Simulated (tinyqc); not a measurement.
MP2 on RHF in the sto-3g basis, for H2, spin multiplicity 1, step by step. One step of it, computed by the program tinyqc.

Task: Iteration 3 (converged): orbitals. Diagonalise F' = X^T F X, C = X C', fill 1 alpha and 1 beta electrons from the bottom; D = 2 C_occ C_occ^T. Each column has its largest component positive (the first on a tie).

converged F (hartree):
```
           1H 1s      2H 1s
1H 1s  -0.337387  -0.569288
2H 1s  -0.569288  -0.337387
```

X:
```
           1H 1s      2H 1s
1H 1s   1.209688  -0.425461
2H 1s  -0.425461   1.209688
```

Give: F' = X^T F X; orbital energies; coefficients C; D after iteration 3.

Result:

F' = X^T F X (hartree):
```
         1        2
1   0.0312  -0.5888
2  -0.5888   0.0312
```

orbital energies (hartree): MO1 -0.5576, MO2 0.6200

coefficients C:
```
          MO1      MO2
1H 1s  0.5545   1.1562
2H 1s  0.5545  -1.1562
```

D after iteration 3:
```
        1H 1s   2H 1s
1H 1s  0.6150  0.6150
2H 1s  0.6150  0.6150
```
